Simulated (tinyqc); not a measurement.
What each parameter does: five-level k.p model folded onto the conduction band.

Second-order sums for the lowest conduction level at E: 1/m = 1 + Cm + (Ep/3)(2/E + 1/(E + Dso)) - (Ep2/3)(2/(E7 + D2 - E) + 1/(E7 - E)); g/2 = 1 + Cg - (Ep/3)(1/E - 1/(E + Dso)) - (Ep2/3)(1/(E7 - E) - 1/(E7 + D2 - E)). E is counted from the top of the valence band; E = Eg at the edge.

Values chosen for the exercise (near those of InP; the results hold for these values, not for the real material): Eg = 1.416 eV (gap at Gamma to the s-like level); Dso = 0.109 eV (spin-orbit splitting); Ep = 20.8 eV (Kane energy); E7 = 4.82 eV (upper Gamma7 conduction level, from the valence top); D2 = 0.07 eV (its spin-orbit splitting, Gamma8 above Gamma7); Ep2 = 2.2 eV (Kane energy to the upper levels); Cm = -2 (remote term in 1/m); Cg = 0 (remote term in g/2).

Mass and g at E = Eg.

Results for these values:

| case | m (m0) | g |
|---|---|---|
| base | 0.07873 | 1.2914 |

What happens to each result for E7 = 5.302 eV, all else kept?

Answer: m falls from 0.07873 to 0.07825; g rises from 1.2914 to 1.2934.

The same for each parameter in turn:

| case | m (m0) | g |
|---|---|---|
| base | 0.07873 | 1.2914 |
| Eg = 1.558 eV | 0.08776 | 1.4086 |
| Dso = 0.12 eV | 0.07893 | 1.2263 |
| Ep = 18.72 eV | 0.08875 | 1.3614 |
| E7 = 5.302 eV | 0.07825 | 1.2934 |
| D2 = 0.077 eV | 0.07872 | 1.2905 |
| Ep2 = 2.42 eV | 0.07913 | 1.2905 |

tinyqc: `OMP_NUM_THREADS=1 python tinyqc.py 1081119 1081120 out.jsonl`; about 0.01 s, one thread, shared Intel(R) Xeon(R) Processor @ 2.30GHz.
